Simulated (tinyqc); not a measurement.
Long-channel MOSFET, surface-potential model: potential, charge and velocity along the channel.

n-channel transistor on a uniformly doped p-type body, gradual-channel approximation, constant mobility, Boltzmann statistics, full ionisation. Potentials are counted from the neutral body; V is the electron quasi-Fermi potential, Vsb at the source and Vsb + Vds at the drain. Charges are magnitudes per area.

ni = sqrt(Nc Nv) exp(-Eg/(2 Vt)), Eg in volts; phiF = Vt ln(Na/ni); Cox = eps0 eox/tox; gamma = sqrt(2 q eps0 eps_r Na)/Cox. The surface potential psi at channel potential V solves Vgs + Vsb - Vfb - psi = gamma sqrt(G), G = psi - Vt + Vt exp((psi - 2 phiF - V)/Vt). Charge sheet: Qi = Cox gamma [sqrt(G) - sqrt(psi - Vt)]; I = mu (W/L) [integral of Qi dpsi from psi_0 to psi_L (drift) + Vt (Qi0 - QiL) (diffusion)], with psi_0 at V = Vsb and psi_L at V = Vsb + Vds. The current is the same at every point, so the place y where the channel potential is Vsb + v follows from y/L = I(Vds = v)/I(Vds); the mean carrier velocity is I/(W Qi).

Parameters, values chosen for the exercise; material values close to those of germanium:
```
symbol    value        unit                                      meaning
T           300           K                                  temperature
Eg         0.67          eV                                     band gap
eps_r      15.9               relative permittivity of the semiconductor
Nc      1.06e19       cm^-3       conduction-band density of states at T
Nv      5.93e18       cm^-3          valence-band density of states at T
Na       6.4e17       cm^-3                 acceptor density of the body
eox        24.3              relative permittivity of the gate insulator
tox         110          nm                          insulator thickness
Vfb       -0.29           V                            flat-band voltage
mu          240  cm^2/(V s)                             channel mobility
W             1          um                                   gate width
L             2          um                                  gate length
Vsb           1           V                     source-body reverse bias
Vgs        4.82           V                          gate-source voltage
Vds         0.2           V                         drain-source voltage
```

Constants: q = 1.602176634e-19 C, kB = 1.380649e-23 J/K, Vt = kB T/q, eps0 = 8.8541878128e-14 F/cm where lengths are in cm. Results are converted to the units shown.

Along the channel:
```
v (V)  psi (V)  Qi (nC/cm^2)     y/L  velocity (cm/s)
0.025    1.659         183.9  0.1517          2.030e5
0.05     1.683         174.3  0.2956          2.142e5
0.075    1.706         164.8  0.4318          2.265e5
0.1      1.730         155.4  0.5605          2.403e5
0.125    1.753         146.0  0.6816          2.558e5
0.15     1.777         136.7  0.7951          2.732e5
0.175    1.800         127.4  0.9013          2.929e5
0.2      1.823         118.3   1.000          3.156e5
```

What does the table show?

Half of the listed voltage range, v = 0.1 V, is reached at y/L = 0.560. The charge falls from 184 to 118 nC/cm^2 over the rows, so the velocity rises by a factor of 1.55 to keep the current constant.

Numbers from tinyqc (`OMP_NUM_THREADS=1 python tinyqc.py 2360096 2360097 out.jsonl`; about 0.03 s on one thread of a shared Intel Xeon 2.30GHz).
